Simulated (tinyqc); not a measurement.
A periodic Ge profile (wiggle well): inter-valley coupling by envelope functions against a chain of atomic planes.

Chain: E(phi) = e0 + 2 v cos(phi) + 2 u cos(2 phi), cos(phi0) = -v/(4u), e0 = 2u + v^2/(4u); plane j = 0, 1, ... has the potential V_j = dE x_j + F (j - 30) a/4 (1 MV/m = 1e-4 V/angstrom). There are 30 barrier planes a side; with y = j - 29.5, x_j = xb (f(y) + f(Nw - y)), f(y) = 1/(1 + exp(y/L)), plus any Ge added in the well. The valley splitting is the spacing of the two lowest levels. Envelope theory: F_j solves a one-valley chain with hopping -b and diagonal 2b + V_j, b = 4u sin^2(phi0), sum F_j^2 = 1; the valleys couple by Dv = sum_j F_j^2 V_j exp(-2 i phi0 j) and split by 2|Dv|.

Parameters, chosen for this exercise (near those of the Delta valleys of silicon in a SiGe well; shifted at random, so the results belong to these values and not to a real crystal): a = 5.431 angstrom (lattice constant; planes lie a/4 apart); u = 0.62 eV (second-neighbour hopping); v = 0.635 eV (nearest hopping); Nw = 65 (planes in the well); L = 1.25 planes (interface width); xb = 0.34 (Ge fraction of the barriers); dE = 0.53 eV (offset per unit Ge fraction); F = 0 MV/m (field); xw = 0.014 (mean Ge fraction of the wiggle).

periods (planes): pi/phi0 1.71697, pi/(pi - phi0) 2.39475

Added fraction xw (1 - cos(2 pi (j - 30)/p)) on the well planes; p = f times the resonant period pi/(pi - phi0). At resonance the estimate is dE xw.

Against period:
```
f     p (planes)  mean of the doublet (meV)  splitting, chain (micro-eV)  envelope
0.90      2.1553                      11.99                           57        59
0.95      2.2750                      11.64                         1067      1102
0.98      2.3469                      11.68                         5505      5838
0.99      2.3708                      11.92                         6823      6986
1.00      2.3948                      12.06                         7400      7388
1.01      2.4187                      11.94                         6929      6997
1.02      2.4426                      11.71                         5755      5950
1.05      2.5145                      11.55                         1715      1694
1.10      2.6342                      11.93                          130       122
1.50      3.5921                      12.05                            5         5
3.00      7.1843                      12.05                            1         1
```

How do the results move, and what explains it?

The splitting peaks at f = 1 with 7.40 meV, against the estimate dE xw = 7.42 meV, and is 0.74 and 0.78 of the value at f = 1 two per cent off to either side: the width of the resonance is set by the number of periods under the envelope. At f = 3 it is 1 micro-eV. The chain has one orbital a plane and knows only this resonance; longer periods that work through other bands are outside it.

(tinyqc, `OMP_NUM_THREADS=1 python tinyqc.py 1480527 1480528 out.jsonl`, Intel(R) Xeon(R) Processor @ 2.30GHz, 1 thread, shared host, about 0.06 s.)
